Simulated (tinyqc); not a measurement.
Ground states by the convex hull: cluster expansion of a binary alloy: correlations, fit, cross-validation and ground states. Computed by tinyqc, a small Python program. Command: `OMP_NUM_THREADS=1 python tinyqc.py 3029116 3029117 out.jsonl clex walk`. One thread of a shared host (Intel(R) Xeon(R) Processor @ 2.30GHz), about 0.02 s of CPU time with the checks.

s = +1 for A and -1 for B. Energy per site E = J0 + J1 P(point) + sum over clusters of m V P, with P the mean product of spins; V > 0 on a pair favours unlike neighbours. Clusters per site m: pair 1 6, pair 2 3, pair 3 12, triplet 8; the triplet is the triangle of first neighbours. Formation energies are counted from the line between pure A and pure B, which removes J0 and J1.

Inputs (values chosen for the exercise, for a model alloy):
```
quantity                    value      unit
first-pair interaction V1    -5.7       meV
second-pair interaction V2    0.4       meV
third-pair interaction V3    -0.7       meV
triplet interaction Vt       -0.3       meV
noise amplitude               1.1  meV/site
```

Lattice: fcc.

Method:
- Design matrix of formation energies: m (P - 1) for pairs and m (P(triplet) - P(point)) for the triplet; x = (1 - P(point))/2.
- Exact: X V with V = (V1, V2, V3, Vt). The data to fit add the noise amplitude times the normal numbers, standing for what the clusters leave out.
- Leave out pair 3: A = X^T X and b = X^T E (E being the data with noise) over these three columns; solve A V = b. The root-mean-square error runs over the structures between the pure ends.
- Height above the hull = E less the lowest straight line between two structures that bracket x (or the lowest structure at the same x). The three-term fit is X V with the fitted values.

correlations P, counted on periodic cells:
```
                      point    pair 1    pair 2    pair 3   triplet
A                   1.00000   1.00000   1.00000   1.00000   1.00000
A3B L1_2            0.50000   0.00000   1.00000   0.00000  -0.50000
A3B D0_22           0.50000   0.00000   0.66667   0.33333  -0.50000
A3B (001) layers    0.50000   0.33333   0.66667   0.00000   0.50000
A2B (001) layers    0.33333   0.11111   0.55556  -0.33333   0.33333
AB L1_0             0.00000  -0.33333   1.00000  -0.33333   0.00000
AB L1_1             0.00000   0.00000  -1.00000   0.00000   0.00000
A2B2 (001) layers   0.00000   0.33333   0.33333  -0.33333   0.00000
AB2 (001) layers   -0.33333   0.11111   0.55556  -0.33333  -0.33333
AB3 L1_2           -0.50000   0.00000   1.00000   0.00000   0.50000
AB3 D0_22          -0.50000   0.00000   0.66667   0.33333   0.50000
AB3 (001) layers   -0.50000   0.33333   0.66667   0.00000  -0.50000
B                  -1.00000   1.00000   1.00000   1.00000  -1.00000
```

standard normal numbers for the noise (0 for the pure ends): A 0.000, A3B L1_2 -1.081, A3B D0_22 0.383, A3B (001) layers -0.707, A2B (001) layers 2.160, AB L1_0 1.281, AB L1_1 1.043, A2B2 (001) layers -0.871, AB2 (001) layers 0.845, AB3 L1_2 1.330, AB3 D0_22 -0.849, AB3 (001) layers -0.513, B 0.000

X:
```
                    pair 1   pair 2    pair 3  triplet
A                   0.0000   0.0000    0.0000   0.0000
A3B L1_2           -6.0000   0.0000  -12.0000  -8.0000
A3B D0_22          -6.0000  -1.0000   -8.0000  -8.0000
A3B (001) layers   -4.0000  -1.0000  -12.0000   0.0000
A2B (001) layers   -5.3333  -1.3333  -16.0000   0.0000
AB L1_0            -8.0000   0.0000  -16.0000   0.0000
AB L1_1            -6.0000  -6.0000  -12.0000   0.0000
A2B2 (001) layers  -4.0000  -2.0000  -16.0000   0.0000
AB2 (001) layers   -5.3333  -1.3333  -16.0000   0.0000
AB3 L1_2           -6.0000   0.0000  -12.0000   8.0000
AB3 D0_22          -6.0000  -1.0000   -8.0000   8.0000
AB3 (001) layers   -4.0000  -1.0000  -12.0000   0.0000
B                   0.0000   0.0000    0.0000   0.0000
```

fitted V1, V2, Vt (meV): -7.23172  0.01366  -0.25947

exact energies (meV/site): A 0.0000, A3B L1_2 45.0000, A3B D0_22 41.8000, A3B (001) layers 30.8000, A2B (001) layers 41.0667, AB L1_0 56.8000, AB L1_1 40.2000, A2B2 (001) layers 33.2000, AB2 (001) layers 41.0667, AB3 L1_2 40.2000, AB3 D0_22 37.0000, AB3 (001) layers 30.8000, B 0.0000

Hull among these structures (meV/site):
```
structure               x  exact E  above hull  fitted E  above hull, fit
A                  0.0000    0.000       0.000     0.000            0.000
A3B L1_2           0.2500   45.000      45.000    45.466           45.466
A3B D0_22          0.2500   41.800      41.800    45.452           45.452
A3B (001) layers   0.2500   30.800      30.800    28.913           28.913
A2B (001) layers   0.3333   41.067      41.067    38.551           38.551
AB L1_0            0.5000   56.800      56.800    57.854           57.854
AB L1_1            0.5000   40.200      40.200    43.308           43.308
A2B2 (001) layers  0.5000   33.200      33.200    28.900           28.900
AB2 (001) layers   0.6667   41.067      41.067    38.551           38.551
AB3 L1_2           0.7500   40.200      40.200    41.315           41.315
AB3 D0_22          0.7500   37.000      37.000    41.301           41.301
AB3 (001) layers   0.7500   30.800      30.800    28.913           28.913
B                  1.0000    0.000       0.000     0.000            0.000
```

lowest exact formation energy = 0 meV/site

What follows from these numbers?

Only the pure ends are on the exact hull: at zero temperature the alloy separates. The fit finds the same set. A structure at zero height may lie on a tie line without being a vertex, and structures outside this list could lie lower.

Extremes, crossings and ranges named in words are read from the listed rows.
